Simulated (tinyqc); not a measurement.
Finite line against the semi-infinite law: electromigration in a confined line: Blech product, Korhonen stress evolution and Black's law. Computed by tinyqc, a small Python program. Command: `OMP_NUM_THREADS=1 python tinyqc.py 3001609 3001610 out.jsonl emigr walk`. One thread of a shared host (Intel(R) Xeon(R) Processor @ 2.30GHz), about 0.02 s of CPU time with the checks.

The electron wind pushes atoms from the cathode (x = 0) to the anode (x = L); blocking ends build a back stress (tension positive). The input rho is taken not to change with temperature. d sigma/dt = d/dx [kappa (d sigma/dx + G)], with zero flux at both ends and sigma = sigma_0 at t = 0.

Inputs (values chosen for the exercise, close to those used for copper lines):
```
quantity                      value          unit
resistivity rho                3.18  micro-ohm cm
atomic volume Omega            11.8    angstrom^3
effective charge number Z*      1.6             -
prefactor D0                2.2e-08         m^2/s
activation energy E           0.879            eV
effective modulus B              22           GPa
critical stress sigma_c         120           MPa
initial stress sigma_0           42           MPa
current density j              0.96       MA/cm^2
line length L                    38            um
test temperature T              340             C
```

Start: thermal stress.

Constants: e = 1.602176634e-19 C; k_B = 8.617333262e-05 eV/K; k_B = 1.380649e-23 J/K.

Method:
- G = Z* e rho j/Omega; D = D0 exp(-E/(k_B T)); kappa = D B Omega/(k_B T); drift velocity of an unconfined line v = D Z* e rho j/(k_B T). SI: 1 micro-ohm cm = 1e-8 ohm m, 1 MA/cm^2 = 1e10 A/m^2.
- Temperatures in kelvin are T(C) + 273.15.
- At steady state sigma(x) = sigma_0 + G (L/2 - x). A void forms only if the cathode stress reaches sigma_c, that is if j L exceeds (j L)_c = 2 Omega (sigma_c - sigma_0)/(Z* e rho). Time scale tau = L^2/kappa.
- sigma(x, t) = sigma_0 + G L [1/2 - x/L - 4 sum_(m odd) cos(m pi x/L) exp(-m^2 pi^2 s)/(m pi)^2], s = t/tau, summed to m = 399.
- Semi-infinite line: sigma(0, t) = sigma_0 + 2 G L sqrt(s/pi). One-term form: keep m = 1 alone.

tau = 9.97967 h

stress gradient G = 6.63203 MPa/um

Cathode stress (MPa):
```
s           t (h)  full series  semi-infinite  one term
0.002  1.9959e-02        54.72          54.72     67.87
0.005  4.9898e-02        62.11          62.11     70.79
0.01   9.9797e-02        70.44          70.44     75.47
0.02   1.9959e-01        82.22          82.22     84.17
0.05   4.9898e-01       105.52         105.59    105.65
0.1    9.9797e-01       129.94         131.93    129.94
0.2    1.9959e+00       153.82         169.17    153.82
0.4    3.9919e+00       166.04         221.85    166.04
0.8    7.9837e+00       167.97         296.35    167.97
```

Among these rows the semi-infinite law holds to 1 % up to s = 0.05 and the one-term form from s = 0.05 on: the far end is felt once sqrt(kappa t) is no longer small against L, and by then the terms with m > 1 have nearly died out. The critical stress 120 MPa is passed between s = 0.05 and 0.1. Caution: rows beyond sigma_c are formal, since a void ends the model there.
